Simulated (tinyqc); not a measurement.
# Drifting, spreading and decaying minority pulse (Haynes-Shockley), explicit time steps, step by step

tinyqc, about 0.01 s, one thread, Intel Xeon 2.30GHz (shared host): `OMP_NUM_THREADS=1 python tinyqc.py 2310005 2310006 out.jsonl` Printed values are rounded.

Low injection in a uniform field: dn/dt = D d2n/dx2 - v dn/dx - n/tau with D = mu Vt and v = mu F towards +x. Exact solution on an infinite bar for a Gaussian start at x0: n = N0 exp(-t/tau) exp(-(x - x0 - v t)^2/(2 s^2))/sqrt(2 pi s^2), s^2 = s0^2 + 2 D t.

Inputs (values chosen for the exercise); mobility close to that of gallium arsenide at room temperature:
- T = 300 K (temperature)
- mu = 8030 cm^2/(V s) (minority-carrier mobility)
- F = 9.9 V/cm (sweep field along the drift)
- hx = 42 um (mesh step)
- tau = 3.3e-7 s (lifetime)
- N0 = 4e9 cm^-2 (injected sheet density)
- dt = 9.6e-9 s (time step)
- s0 = 46 um (initial width (standard deviation))

Constants: q = 1.602176634e-19 C, kB = 1.380649e-23 J/K, Vt = kB T/q. Results are converted to the units shown.

## Coefficients of the scheme

Exponentially fitted fluxes: d = F hx/Vt, B(d) = d/(exp(d) - 1), k = D dt/hx^2; (L n)_i = a n_(i-1) + b n_i + c n_(i+1) with a = k B(-d), c = k B(d), b = -a - c - dt/tau. Explicit steps keep n positive for dt up to 1/[(D/hx^2)(B(d) + B(-d)) + 1/tau].

D = 207.592 cm^2/s
v = 79497.0 cm/s
d = 1.60839
a = 0.227194
b = -0.301772
c = 0.0454866
positivity limit of dt = 3.18121e-8 s

dt is 0.30 times the explicit limit. On this mesh the fitted flux acts like a diffusion coefficient (d/2) coth(d/2) D = 1.21 D for a travelling pulse, before the error of the time steps.

## Initial pulse

Nodes x_i = i hx, i = 1 to 9, n = 0 at nodes 0 and 10; the Gaussian at t = 0 with x0 = 4 hx.

n at t = 0, node 1 to 9 (in units of 1e11 cm^-3): 0.08147  0.65481  2.28659  3.46906  2.28659  0.65481  0.08147  0.00440  0.00010

## Step 1: densities after a time step

(L n)_i = a n_(i-1) + b n_i + c n_(i+1), n = 0 beyond the ends. Explicit step: n(new) = n + L n.

n at t = 1 dt, node 1 to 9 (in units of 1e11 cm^-3): 0.08667  0.57972  1.90312  3.04571  2.41450  0.98041  0.20585  0.02159  0.00107

## Step 2: densities after a time step

As before.

n at t = 2 dt, node 1 to 9 (in units of 1e11 cm^-3): 0.08688  0.51104  1.59906  2.66880  2.42243  1.24247  0.36746  0.06189  0.00565

## Step 3: densities after a time step

As before.

n at t = 3 dt, node 1 to 9 (in units of 1e11 cm^-3): 0.08391  0.44930  1.35401  2.33692  2.35426  1.43461  0.54167  0.12696  0.01801

## Course in time

The same steps, now on nodes 1 to 60 (n = 0 at nodes 0 and 61), for 24 steps; centre = sum x n/sum n. Deviations are from the exact pulse, as a share of its largest value on the nodes; a run counts as stable if they stay under 100 %.

Course of the iteration:
```
step  hx sum n (cm^-2)  centre (um)  most negative n (cm^-3), 0 if none  largest deviation (% of the peak)
1            3.88024e9      176.011                                   0                              0.966
2            3.76571e9      183.952                                   0                               1.68
3            3.65450e9      191.900                                   0                               2.11
4            3.54658e9      199.850                                   0                               2.23
5            3.44190e9      207.802                                   0                               2.26
6            3.34037e9      215.752                                   0                               2.27
7            3.24192e9      223.701                                   0                               2.54
8            3.14646e9      231.646                                   0                               2.88
9            3.05389e9      239.588                                   0                               3.04
...                ...          ...                                 ...                                ...
16           2.47954e9      295.063                                   0                               3.73
17           2.40702e9      302.973                                   0                               3.87
18           2.33665e9      310.878                                   0                               4.00
19           2.26838e9      318.781                                   0                               4.12
20           2.20213e9      326.680                                   0                               4.15
21           2.13783e9      334.576                                   0                               4.14
22           2.07544e9      342.470                                   0                               4.27
23           2.01489e9      350.361                                   0                               4.46
24           1.95611e9      358.250                                   0                               4.63
```

The run is stable. After 24 steps the deviation is 4.6 % of the peak. From step 1 to the last the centre has moved at 1.04 v and the content is 1.7 % below N0 exp(-t/tau). On an endless mesh these steps would give a speed of 1.03 v and a content of 0.990 times the exact one, from dt/tau = 0.0291 alone; the rest comes from the absorbing ends.
